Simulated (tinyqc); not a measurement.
What each parameter does: polar nitride quantum well with polarisation fields.

Growth along [0001]. e_par = (a_sub - a)/a, Ppz = 2 e_par (e31 - e33 C13/C33), P = Psp + Ppz in each layer; strain relaxation and the strain shift of the gaps are left out, although thick layers with more than about 1 % mismatch would relax.

In a periodic stack without free charge the potential drop over a period vanishes: F_w = (P_b - P_w) Lb/(eps0 (eps_w Lb + eps_b Lw)), F_b = -F_w Lw/Lb, eps0 = 8.8541878e-12 F/m; 1 MV/cm = 1e8 V/m = 0.01 V/angstrom.

Envelope functions on cells of 0.25 angstrom over barrier, well, barrier (widths Lb, Lw, Lb), psi = 0 beyond, psi'/m continuous (mean mass between points), c = hbar^2/2m0. With u(z) the integral of e F (F_w in the well, F_b = -F_w Lw/Lb in the barriers, 1 MV/cm = 0.01 V/angstrom), zero at the centre of the well, the electron sees u plus Vc in the barriers and the hole -u plus Vv. The transition is Eg + E_e + E_h; excitons are left out.

Constants: hbar^2/2m0 = 3.80998211 eV angstrom^2; hc = 1239.841984 eV nm.

Inputs chosen for the exercise (near those of a GaN well in AlGaN; not measured data): a_w = 3.189 angstrom (lattice constant a, well); a_b = 3.156 angstrom (lattice constant a, barrier); a_sub = 3.156 angstrom (in-plane lattice constant of the stack); Psp_w = -0.034 C/m^2 (spontaneous polarisation); Psp_b = -0.0538 C/m^2 (spontaneous polarisation); e31_w = -0.334 C/m^2; e31_b = -0.425 C/m^2; e33_w = 0.677 C/m^2; e33_b = 1.027 C/m^2; C_w = 0.274 (C13/C33); C_b = 0.284 (C13/C33); eps_w = 10.1 (dielectric constant); eps_b = 10.3 (dielectric constant); Lw = 22 angstrom (well width); Lb = 65 angstrom (barrier width); Eg = 3.44 eV (gap of the well); Vc = 0.679 eV (conduction offset); Vv = 0.319 eV (valence offset); me = 0.2 m0 (electron, well); meb = 0.252 m0 (electron, barrier); mh = 1.9 m0 (hole, everywhere).

Polarisation, field, levels and overlap anew. Each row changes one parameter from the base and keeps the others.

Results:

| case | F_w (MV/cm) | E (eV) | overlap^2 | red shift (meV) |
|---|---|---|---|---|
| base | -2.540 | 3.4588 | 0.24 | 169 |
| Lw = 27 angstrom | -2.400 | 3.3486 | 0.11 | 234 |
| Lb = 90 angstrom | -2.735 | 3.4358 | 0.21 | 192 |
| a_sub = 3.146 angstrom | -2.433 | 3.4702 | 0.26 | 158 |
| Psp_b = -0.0592 C/m^2 | -2.989 | 3.4086 | 0.18 | 219 |
| e33_w = 0.745 C/m^2 | -2.572 | 3.4554 | 0.24 | 173 |
| eps_w = 11.1 | -2.366 | 3.4772 | 0.27 | 151 |
| mh = 1.33 m0 | -2.540 | 3.4771 | 0.29 | 160 |
| Vc = 0.577 eV | -2.540 | 3.4437 | 0.23 | 175 |

The largest shifts from the base row, up to three for each result and ties (the steps differ in size, so this ranks the rows, not the parameters). F_w (MV/cm): Psp_b -0.449, Lb -0.195, eps_w +0.174; unchanged at the printed digits by mh and Vc. E (eV): Lw -0.1102, Psp_b -0.0502, Lb -0.0230. overlap^2: Lw -0.130, Psp_b -0.0620, mh +0.0445; unchanged at the printed digits by e33_w. red shift (meV): Lw +64, Psp_b +50, Lb +23.

Run: tinyqc, `OMP_NUM_THREADS=1 python tinyqc.py 1252456 1252457 out.jsonl`; Intel(R) Xeon(R) Processor @ 2.30GHz, one thread, shared host; about 0.06 s of CPU time with all checks.
